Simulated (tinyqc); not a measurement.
# Hot electrons in a saturated n-channel MOSFET, lucky-electron model: several studies

Beyond pinch-off the lateral field grows as Esat cosh(y/l) over the velocity-saturated region (pseudo-two-dimensional model). Impact ionisation in this region gives the substrate current, which biases the body forward through Rsub. Currents are per width. Local-field laws: they overstate ionisation when the field peak is narrower than an energy relaxation length.

Parameters, values chosen for the exercise; values close to those of silicon n-channel devices:
- L = 1.2 um (channel length)
- tox = 30 nm (oxide thickness)
- xj = 390 nm (junction depth)
- VT = 0.5 V (threshold)
- mu = 340 cm^2/(V s) (effective mobility)
- vs = 8.9e6 cm/s (saturation velocity)
- Ai = 2e6 1/cm (ionisation prefactor)
- Bi = 1.7 MV/cm (ionisation field)
- Rd = 200 ohm um (resistance of the lightly doped drain)
- Rsub = 8800 ohm um (substrate resistance)
- kb = 0.21 (fall of VT per volt of forward body bias)
- m = 3 (lifetime exponent)
- Hl = 3100 s uA/um (lifetime constant)
- Vd = 4.3 V (drain voltage)
- Vg = 2.9 V (gate voltage)

Constants: eps0 = 8.8541878128e-14 F/cm where lengths are in cm. Results are converted to the units shown.

Each table varies one quantity; the others keep the values above.

## Effect of the drain voltage

Cox = 3.9 eps0/tox, l = sqrt(3 tox xj), Esat = 2 vs/mu. Overdrive g = Vg - VT + kb Vb; Vdsat = g Esat L/(g + Esat L); Id = Cox vs (g - Vdsat); dV = Vd - Id Rd - Vdsat; Em = sqrt((dV/l)^2 + Esat^2); Isub = Id (Ai/Bi) l Em exp(-Bi/Em). Vb = Rsub Isub is solved self-consistently. Lifetime tau = (Hl/Id)(Isub/Id)^(-m); 1 year = 3.15576e7 s.

Result of one run:
```
Vd (V),Id (uA/um),Em (MV/cm),Isub (uA/um),Isub/Id,tau (years)
3,67.96,0.08480,2.498e-7,3.675e-9,2.911e19
```

What becomes of these results when the drain voltage Vd is changed from 3 to 4.8 V, all else the same?

Result of the changed run:
```
Vd (V),Id (uA/um),Em (MV/cm),Isub (uA/um),Isub/Id,tau (years)
4.8,67.96,0.1710,0.01233,1.814e-4,2.422e5
```

The whole series:
```
Vd (V),Id (uA/um),Em (MV/cm),Isub (uA/um),Isub/Id,tau (years)
3,67.96,0.08480,2.498e-7,3.675e-9,2.911e19
3.3,67.96,0.09790,4.214e-6,6.201e-8,6.062e15
3.6,67.96,0.1118,4.145e-5,6.098e-7,6.373e12
3.9,67.96,0.1261,2.647e-4,3.894e-6,2.447e10
4.2,67.96,0.1409,0.001210,1.780e-5,2.564e8
4.5,67.96,0.1558,0.004269,6.282e-5,5.831e6
4.8,67.96,0.1710,0.01233,1.814e-4,2.422e5
```

As Vd goes from 3 to 4.8 V, Em rises from 0.0848 to 0.171 MV/cm, Isub rises from 2.50e-7 to 0.0123 uA/um and tau falls from 2.91e19 to 2.42e5 years. The slope of ln(tau) against 1/Vd is 280 V between the first two rows and 229 V between the last two. In every row tau is a far extrapolation that only says that hot carriers are no limit.

## Effect of the resistance of the lightly doped drain

Same model as above.

Effect of the resistance of the lightly doped drain:
```
Rd (ohm um),Id (uA/um),Em (MV/cm),Isub (uA/um),Isub/Id,tau (years)
0,67.962,0.14650,0.0020031,2.9473e-5,5.6455e7
150,67.962,0.14599,0.0019171,2.8209e-5,6.4394e7
300,67.962,0.14548,0.0018344,2.6991e-5,7.3509e7
500,67.962,0.14481,0.0017288,2.5438e-5,8.7813e7
800,67.962,0.14379,0.0015803,2.3252e-5,1.1497e8
1200,67.962,0.14244,0.0013995,2.0592e-5,1.6555e8
1600,67.962,0.14109,0.0012368,1.8198e-5,2.3984e8
```

What does the comparison show?

As Rd goes from 0 to 1600 ohm um, Em falls from 0.146 to 0.141 MV/cm, Isub falls from 0.00200 to 0.00124 uA/um and tau rises from 5.65e7 to 2.40e8 years. From the first row to the last, log10(tau) changes by 0.63: 0.63 from (Isub/Id)^(-m), which holds Em and l, and under 0.005 from 1/Id. The price is 0.109 V dropped over Rd in the last row. In every row tau is a far extrapolation that only says that hot carriers are no limit.

## Effect of the gate voltage

Same model as above.

Result of one run:
```
Vg (V),Id (uA/um),Em (MV/cm),Isub (uA/um),Isub/Id,tau (years)
3.39,93.282,0.13356,8.1408e-4,8.7271e-6,1.5843e9
```

What becomes of these results when the gate voltage Vg is changed from 3.39 to 1.11 V, all else the same?

Result of the changed run:
```
Vg (V),Id (uA/um),Em (MV/cm),Isub (uA/um),Isub/Id,tau (years)
1.11,5.5308,0.20653,0.0067009,0.0012116,9987.1
```

The whole series:
```
Vg (V),Id (uA/um),Em (MV/cm),Isub (uA/um),Isub/Id,tau (years)
0.65,0.35835,0.22779,0.0010326,0.0028817,11456
1.11,5.5308,0.20653,0.0067009,0.0012116,9987.1
1.56,15.677,0.18836,0.0078320,4.9958e-4,50254
2.02,30.335,0.17203,0.0058748,1.9366e-4,4.4583e5
2.48,48.608,0.15759,0.0034876,7.1749e-5,5.4714e6
2.93,69.432,0.14503,0.0018008,2.5937e-5,8.1089e7
3.39,93.282,0.13356,8.1408e-4,8.7271e-6,1.5843e9
3.84,118.77,0.12350,3.3997e-4,2.8625e-6,3.5263e10
4.3,146.72,0.11427,1.2776e-4,8.7078e-7,1.0140e12
```

As Vg goes from 0.65 to 4.3 V, Em falls from 0.228 to 0.114 MV/cm, Isub goes from 0.00103 through a maximum of 0.00783 (at Vg = 1.56 V among the rows listed) to 1.28e-4 uA/um and tau goes from 11500 through a minimum of 9990 (at Vg = 1.11 V among the rows listed) to 1.01e12 years. Id grows with Vg while the rising Vdsat lowers the field, hence the bell shape; the peak row has Vg/Vd = 0.36. In every row tau is a far extrapolation that only says that hot carriers are no limit.

Numbers from tinyqc (`OMP_NUM_THREADS=1 python tinyqc.py 2550144 2550145 out.jsonl`; about 0.01 s on one thread of a shared Intel Xeon 2.30GHz).
